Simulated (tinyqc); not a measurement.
Scattering of inversion-layer electrons by surface optical phonons of the gate insulator (remote phonon scattering): one step, computed by the program tinyqc. Command: `OMP_NUM_THREADS=1 python tinyqc.py 3112055 3112056 out.jsonl sophonon walk`. One thread of a shared host (Intel(R) Xeon(R) Processor @ 2.30GHz), about 0.02 s of CPU time with the checks.

One subband with the Fang-Howard envelope; insulator and channel are half-spaces, the gate is far away, and an interlayer only moves the polar surface away by t (its own modes and its permittivity contrast are left out).

Problem. Surface modes and strengths. eps(w) = eps_inf + (eps_0s - eps_i) w1^2/(w1^2 - w^2) + (eps_i - eps_inf) w2^2/(w2^2 - w^2). Surface modes solve eps(w) + eps_s = 0, a quadratic in w^2; the strength of a mode is g = 2/(w d eps/dw). Occupation N = 1/(exp(hbar w/(k_B T)) - 1).

Inputs (values chosen for the exercise, modelled on HfO2 on germanium):
```
quantity,value,unit
static constant of the insulator eps_0s,22.4,-
intermediate constant eps_i,6.56,-
optical constant eps_inf,5.12,-
hbar omega_TO1,12.2,meV
hbar omega_TO2,49.8,meV
constant of the channel eps_s,16.2,-
temperature T,400,K
```

Constants: k_B = 8.617333262e-05 eV/K.

Give: hbar omega_SO; strengths g; occupations N; hbar omega g (2 N + 1).

Solution.

hbar omega_SO (meV): 1 15.865, 2 51.529

strengths g: 1 0.017770, 2 0.003228

occupations N: 1 1.7109, 2 0.2891

hbar omega g (2 N + 1) (meV): 1 1.2466, 2 0.2625

The lower mode has the larger hbar omega g N, the prefactor of absorption before the dependence on q: 0.482 and 0.0481 meV.
